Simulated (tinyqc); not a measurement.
Worked calculation: geometry optimisation on the PBE/sto-6g surface (energies and gradients from PySCF), for H4, spin multiplicity 1. Computed by tinyqc, a small Python program that keeps every step (integrals from PySCF). Settings: charge = 0, multiplicity = 1, basis = sto-6g, functional = pbe,pbe, optimiser = sd, first Hessian = 0.6, largest step = 0.1, iteration cap = 30. Command: `OMP_NUM_THREADS=1 python tinyqc.py 21685 21686 out.jsonl` (the two numbers bound the seeds that draw the settings). One thread of a shared host (Intel(R) Xeon(R) Processor @ 2.60GHz), about 10 s of CPU time with the checks.

## Step 1: energy and gradient

positions at the start (bohr):
```
            x          y          z
1H   0.009449   0.060471  -0.071810
2H  -0.015118  -0.011338   1.249109
3H   0.039684   2.269561   0.122832
4H   0.051023   2.297907   1.360603
```

Self-consistent energy and analytic gradient at these positions.

energy = -2.16203450 hartree

gradient (hartree/bohr):
```
              x            y            z
1H   0.00255863   0.13212996   0.01131927
2H   0.00300929   0.13012377   0.00650734
3H  -0.00209093  -0.13099412   0.04510176
4H  -0.00347695  -0.13125915  -0.06292820
```

## Step 1: move

Steepest descent, p = -g / 0.6; steps longer than 0.1 bohr are cut back (factor 0.219 here).

positions after step 1 (bohr):
```
            x          y          z
1H   0.008514   0.012216  -0.075943
2H  -0.016217  -0.058861   1.246732
3H   0.040448   2.317401   0.106361
4H   0.052292   2.345844   1.383585
```

## Step 2: energy and gradient

As before.

energy = -2.18705176 hartree

gradient (hartree/bohr):
```
              x            y            z
1H   0.00216422   0.11279862   0.01078460
2H   0.00259630   0.11140236   0.00434613
3H  -0.00194015  -0.11244758   0.02246210
4H  -0.00282025  -0.11175275  -0.03759267
```

## Step 2: move

Steepest descent, p = -g / 0.6; steps longer than 0.1 bohr are cut back (factor 0.262 here).

positions after step 2 (bohr):
```
            x          y          z
1H   0.007568  -0.037087  -0.080657
2H  -0.017352  -0.107553   1.244833
3H   0.041296   2.366551   0.096543
4H   0.053525   2.394690   1.400016
```

## Convergence

Stop when the largest gradient component is below 3e-5 hartree/bohr.

Course of the optimisation:

| step | E (hartree) | largest gradient (hartree/bohr) |
|---|---|---|
| 1 | -2.16203450 | 1.32e-01 |
| 2 | -2.18705176 | 1.13e-01 |
| 3 | -2.20806188 | 9.59e-02 |
| 4 | -2.22580210 | 8.15e-02 |
| 5 | -2.24081200 | 6.92e-02 |
| 6 | -2.25351797 | 5.86e-02 |
| 7 | -2.26427159 | 4.96e-02 |
| 8 | -2.27336873 | 4.20e-02 |
| 9 | -2.28106022 | 3.55e-02 |
| 10 | -2.28755920 | 2.99e-02 |
| 11 | -2.29301789 | 2.53e-02 |
| 12 | -2.29696328 | 2.19e-02 |
| 13 | -2.29995446 | 1.93e-02 |
| 14 | -2.30230321 | 1.73e-02 |
| 15 | -2.30419785 | 1.57e-02 |
| 16 | -2.30575918 | 1.43e-02 |
| 17 | -2.30706840 | 1.32e-02 |
| 18 | -2.30818221 | 1.22e-02 |
| 19 | -2.30914141 | 1.14e-02 |
| 20 | -2.30997617 | 1.07e-02 |
| 21 | -2.31070925 | 1.00e-02 |
| 22 | -2.31135819 | 9.45e-03 |
| 23 | -2.31193667 | 8.94e-03 |
| 24 | -2.31245556 | 8.49e-03 |
| 25 | -2.31292360 | 8.08e-03 |
| 26 | -2.31334789 | 7.71e-03 |
| 27 | -2.31373427 | 7.37e-03 |
| 28 | -2.31408758 | 7.06e-03 |
| 29 | -2.31441187 | 6.77e-03 |
| 30 | -2.31471056 | 6.51e-03 |

Distances after the last move, whose energy is not in the table (angstrom):

| pair | distance |
|---|---|
| 2H-1H | 0.729129 |
| 3H-1H | 2.125976 |
| 3H-2H | 2.234225 |
| 4H-1H | 2.303300 |
| 4H-2H | 2.171759 |
| 4H-3H | 0.729098 |

Not converged within 30 steps: the energy falls at every step, but slowly. Reruns: method bfgs, first Hessian 0.6, largest step 0.3: converged in 17 (E = -2.32162).
